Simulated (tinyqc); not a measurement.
Inside a calculation. Model: elastic strain and critical thickness of a cubic alloy layer A(1-x)B(x) on a thick substrate. Computed by tinyqc, a small Python program that keeps every step. Command: `OMP_NUM_THREADS=1 python tinyqc.py 3009327 3009328 out.jsonl misfit walk`. One thread of a shared host (Intel(R) Xeon(R) Processor @ 2.30GHz), about 0.01 s of CPU time with the checks. Intermediate numbers are printed to about 7 digits and carried at full precision; extremes and crossings named in words are read from the listed rows.

Strain is positive in tension. The layer is coherent with the substrate unless said otherwise.

Inputs (values chosen for the exercise, modelled on In(1-x)Ga(x)P on GaAs):

| quantity | value | unit |
|---|---|---|
| fraction x of B | 0.69 | - |
| lattice constant a_A | 5.869 | angstrom |
| lattice constant a_B | 5.451 | angstrom |
| substrate lattice constant a_S | 5.653 | angstrom |
| layer thickness h | 14 | nm |
| biaxial modulus of the substrate M_S | 135 | GPa |
| substrate thickness t_S | 200 | micrometre |
| wafer diameter W | 300 | mm |
| X-ray wavelength | 1.540593 | angstrom |
| start of the iteration h0/b | 1000 | - |

Growth plane: (001). Layer: uncapped. Misfit dislocation: edge.

C11, C12, C44 of A (GPa): 102.7  55.46  44.73

C11, C12, C44 of B (GPa): 141.4  61.13  71.61

## Alloy by Vegard's rule, and misfit

a = (1 - x) a_A + x a_B, the same rule for each C_ij; misfit f = (a_S - a)/a, the in-plane strain of the coherent layer.

free lattice constant a = 5.58058 angstrom

elastic constants (GPa): C11 129.4030, C12 59.3723, C44 63.2772

misfit f = 0.01297715

The layer is stretched in the plane by 1.30 %.

## Biaxial strain, stress and energy

(001): D = 2 C12/C11, M = C11 + C12 - 2 C12^2/C11. The free surface carries no normal stress, so e_perp = -D f; dV/V = 2 f + e_perp; stress = M f; energy per area = M f^2 h (1 GPa nm = 1 J/m^2).

ratio D = 0.9176341

normal strain e_perp = -0.01190827

volume strain dV/V = 0.01404602

biaxial modulus M = 134.2933 GPa

in-plane stress = 1.742743 GPa

strain energy per area = 0.3166216 J/m^2

## Symmetric X-ray reflection

Reflection 004: d = a_perp/sqrt(16), with a_perp = a (1 + e_perp) for the coherent layer, a for the relaxed layer and a_S for the substrate; sin(theta) = lambda/(2 d).

Bragg angles:

| crystal | a_perp (angstrom) | theta (degrees) | from substrate (arcsec) |
|---|---|---|---|
| substrate | 5.653000 | 33.02830 | 0.000 |
| coherent layer | 5.514125 | 33.97151 | 3395.546 |
| relaxed layer | 5.580580 | 33.51302 | 1744.988 |

peak separation of the coherent layer = 3395.546 arcsec

The coherent layer lies 1.95 times as far from the substrate peak as a relaxed one, about 1 + D = 1.92: reading its peak as relaxed would overstate the mismatch by that factor.

## Isotropic constants and the prefactor A

Voigt averages: G = (C11 - C12 + 3 C44)/5, B = (C11 + 2 C12)/3, nu = (3 B - 2 G)/(2 (3 B + G)); b = a/sqrt(2). Edge dislocation with b in the interface: cos alpha = 0, cos lambda = 1. Matthews-Blakeslee: h_c = A [ln(h_c/b) + 1], A = b (1 - nu cos^2 alpha)/(8 pi |f| (1 + nu) cos lambda), the factor 8 pi being that of an uncapped layer.

shear modulus G = 51.97246 GPa

Poisson ratio nu = 0.2402417

Burgers vector b = 0.3946066 nm

prefactor A = 0.9755263 nm

## Critical thickness by fixed-point iteration

Start at h0, put the right side back in, and stop when the change is below 1e-9 h or h turns negative.

Iteration:

| step | h in (nm) | h out (nm) | change (nm) |
|---|---|---|---|
| 1 | 394.6066 | 7.714223 | -3.868924e+02 |
| 2 | 7.7142 | 3.875699 | -3.838524e+00 |
| 3 | 3.8757 | 3.204206 | -6.714934e-01 |
| 4 | 3.2042 | 3.018601 | -1.856054e-01 |
| 5 | 3.0186 | 2.960390 | -5.821061e-02 |
| 6 | 2.9604 | 2.941394 | -1.899577e-02 |
| 7 | 2.9414 | 2.935114 | -6.279776e-03 |
| ... | ... | ... | ... |
| 15 | 2.9320 | 2.931991 | -9.400849e-07 |
| 16 | 2.9320 | 2.931991 | -3.127831e-07 |
| 17 | 2.9320 | 2.931991 | -1.040686e-07 |
| 18 | 2.9320 | 2.931991 | -3.462550e-08 |
| 19 | 2.9320 | 2.931991 | -1.152053e-08 |
| 20 | 2.9320 | 2.931991 | -3.833088e-09 |
| 21 | 2.9320 | 2.931991 | -1.275338e-09 |

critical thickness h_c (Matthews-Blakeslee) = 2.931991 nm

Converged; near the root each step shrinks the error by A/h_c = 0.333. h_c is 7.4 Burgers vectors. Caution: an edge dislocation with b in the interface cannot reach it by glide, so the force balance is formal for it.

## Equilibrium strain at the thickness h

For h > h_c the same force balance gives the strain left, |e| = |f| A [ln(h/b) + 1]/h, and below h_c e = f; relaxation = 1 - e/f; dislocations per length across each line direction = (|f| - |e|)/(b cos lambda).

strain left e = 0.004131464

relaxation = 68.16354 %

dislocation line density = 22.41646 1/micrometre

h is 4.77 h_c: in equilibrium dislocations lie 44.6 nm apart; slow nucleation and glide can keep a real layer more strained.

## Wafer curvature of the coherent layer

Stoney: curvature = 6 |stress| h/(M_S t_S^2); radius = 1/curvature; bow = curvature W^2/8.

curvature = 0.02710934 1/m

radius of curvature = 36.88766 m

bow = 304.9801 micrometre

Caution: the curvature assumes a coherent layer, but h exceeds h_c. Caution: a bow above a fifth of the wafer thickness is beyond Stoney's small-deflection limit.

## Force balance against energy balance

People-Bean: h_c = P ln(h_c/b), P = (1 - nu)/(1 + nu) b^2/(16 pi sqrt(2) a f^2). The misfit is scaled by 0.25, 0.4, 0.6, 1, 1.5, 2.2 at fixed a, b and nu; the upper root is taken, and rows with A < 1.3 b or P < 3 b, where the roots shrink to the core size or vanish, are left out.

Critical thickness:

| \|f\| (%) | Matthews-Blakeslee (nm) | People-Bean (nm) | ratio |
|---|---|---|---|
| 0.324429 | 19.02523 | 1942.169 | 102.0839 |
| 0.519086 | 10.42327 | 662.708 | 63.5796 |
| 0.778629 | 6.06968 | 256.961 | 42.3351 |
| 1.297715 | 2.93199 | 74.905 | 25.5475 |
| 1.946572 | 1.53289 | 26.759 | 17.4565 |

The exponents d ln h_c/d ln f are -1.28 and -2.29 between the first rows, steeper than the -1 and -2 of the prefactors because of the logarithm. The ratio falls from 102 to 17.5 as the misfit grows. Where People-Bean lies above, a layer between the lines is metastable: dislocations would lower the energy but have to be nucleated.

Checks made by the program: D and M against the full stiffness tensor (relative difference below 1e-10); h_c against the Lambert function, -A W_(-1)(-b/(A e)) (relative difference 2e-10).
